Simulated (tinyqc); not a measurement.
Comparisons within one model: hydrogenic donor in a hard-walled well (variational). A value that a table varies takes the place of the one given here.

Trial function cos(pi z/L) exp(-r/lam), r measured from the donor at zi, walls at +/- L/2, one eps everywhere. Counted from the lowest subband, E(lam) = c/(m lam^2) - (q/eps) I0/I1, with I0 the integral of cos^2(pi z/L) exp(-2|z - zi|/lam) over the well and I1 the same with the factor (|z - zi| + lam/2); c = hbar^2/2m0, q = e^2/(4 pi eps0). The binding energy is -E at the minimum.

Constants: hbar^2/2m0 = 3.80998211 eV angstrom^2; e^2/(4 pi eps0) = 14.39964547 eV angstrom; Ry = 13.60569312 eV.

Values chosen for the exercise (near those of Ge, with one mean mass; shifted at random, so the results belong to these values and not to a real crystal):
- m = 0.118 m0 (mass)
- eps = 16.1 (dielectric constant)
- Ls = (15, 33, 59, 124, 240, 452, 1063) angstrom (widths)
- L = 325 angstrom (well width)
- zi = 0 angstrom (position of the donor from the centre)

## Width of the well

Ry* = 6.1937 meV
a* = 72.201 angstrom

Donor at the centre and at the wall (zi = L/2).

Binding:

| L (angstrom) | L/a* | centre (meV) | in Ry* | wall (meV) | in Ry* | centre/wall |
|---|---|---|---|---|---|---|
| 15 | 0.21 | 20.40 | 3.294 | 15.09 | 2.436 | 1.35 |
| 33 | 0.46 | 17.44 | 2.816 | 11.13 | 1.798 | 1.57 |
| 59 | 0.82 | 14.86 | 2.400 | 8.44 | 1.363 | 1.76 |
| 124 | 1.72 | 11.57 | 1.868 | 5.62 | 0.908 | 2.06 |
| 240 | 3.32 | 9.10 | 1.469 | 3.81 | 0.615 | 2.39 |
| 452 | 6.26 | 7.44 | 1.202 | 2.63 | 0.425 | 2.83 |
| 1063 | 14.72 | 6.47 | 1.044 | 1.82 | 0.293 | 3.56 |

What does this show, and why?

At the centre the binding falls from 3.29 to 1.04 Ry*, between the limits 4 and 1. At the wall it falls from 2.44 to 0.29 Ry*, towards 1/4: the wall forces a node through the donor, as in a 2p state. With this trial function, which underbinds wall donors by about a tenth, the wall donor drops below the bulk value between 59 and 124 angstrom. The ratio grows from 1.35 to 3.56.

## Position of the donor

Fixed width; zi from the centre to the wall.

Binding:

| 2 zi/L | zi (angstrom) | lam (angstrom) | binding (meV) | in Ry* |
|---|---|---|---|---|
| 0.0 | 0.0 | 76.3 | 8.20 | 1.324 |
| 0.2 | 32.5 | 76.1 | 7.97 | 1.287 |
| 0.4 | 65.0 | 76.5 | 7.24 | 1.169 |
| 0.6 | 97.5 | 82.4 | 5.88 | 0.949 |
| 0.8 | 130.0 | 111.9 | 4.22 | 0.682 |
| 0.9 | 146.2 | 135.5 | 3.61 | 0.583 |
| 1.0 | 162.5 | 157.2 | 3.18 | 0.513 |

What can be read from the table?

Uniform doping spreads the level over 5.02 meV, from 8.20 at the centre to 3.18 at the wall, while lam grows by 106 %. The slope is flat at the centre, which gives a peak in the density of donor states there, and steepest between 2 zi/L = 0.6 and 0.8.

## What each parameter does

The minimum over lam; Ry* = Ry m/eps^2. Each row changes one parameter from the base and keeps the others.

Results:

| case | binding (meV) | lam (angstrom) | binding/Ry* |
|---|---|---|---|
| base | 8.20 | 76.3 | 1.324 |
| m = 0.1 m0 | 7.35 | 88.9 | 1.399 |
| eps = 17.7 | 7.00 | 83.3 | 1.366 |
| L = 422 angstrom | 7.58 | 76.7 | 1.224 |
| zi = 65 angstrom | 7.24 | 76.5 | 1.169 |

How do the results move?

The largest shifts from the base row, up to three for each result and ties (the steps differ in size, so this ranks the rows, not the parameters). binding (meV): eps -1.20, zi -0.96, m -0.86. lam (angstrom): m +12.6, eps +7.1, L +0.4. binding/Ry*: zi -0.156, L -0.100, m +0.075.

(tinyqc, `OMP_NUM_THREADS=1 python tinyqc.py 1281098 1281099 out.jsonl`, Intel(R) Xeon(R) Processor @ 2.30GHz, 1 thread, shared host, about 0.03 s.)
